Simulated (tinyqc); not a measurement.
# Thickness and doping from the maximum and minimum capacitance

Question. A MOS capacitor has Cmax = Cox = eps0 eox/tox and 1/Cmin = 1/Cox + Wm/(eps0 eps_r), with Wm = sqrt(4 eps0 eps_r Vt ln(N/ni)/(q N)) and N well above ni. Find tox, Wm and N.

Inputs (values chosen for the exercise); band and dielectric values close to those of In0.53Ga0.47As: temperature T = 293 K; relative permittivity eps_r = 14.1; relative permittivity of the gate insulator (close to silicon dioxide) eox = 3.9.

Constants: q = 1.602176634e-19 C, kB = 1.380649e-23 J/K, Vt = kB T/q, eps0 = 8.8541878128e-14 F/cm where lengths are in cm. Results are converted to the units shown.

Cmax = 0.20312549 uF/cm^2
Cmin = 0.023648421 uF/cm^2
ni = 5.8760570e11 cm^-3

Answer. Cmax gives tox and the series difference Wm. N follows by iterating N = 4 eps0 eps_r Vt ln(N/ni)/(q Wm^2); ln(N/ni)/N falls steadily for N > e ni, so there is one root in that range.

tox = 17.0 nm
Wm = 466 nm
N = 3.10e15 cm^-3

tinyqc, about 0.01 s, one thread, Intel Xeon 2.30GHz (shared host): `OMP_NUM_THREADS=1 python tinyqc.py 2060161 2060162 out.jsonl`
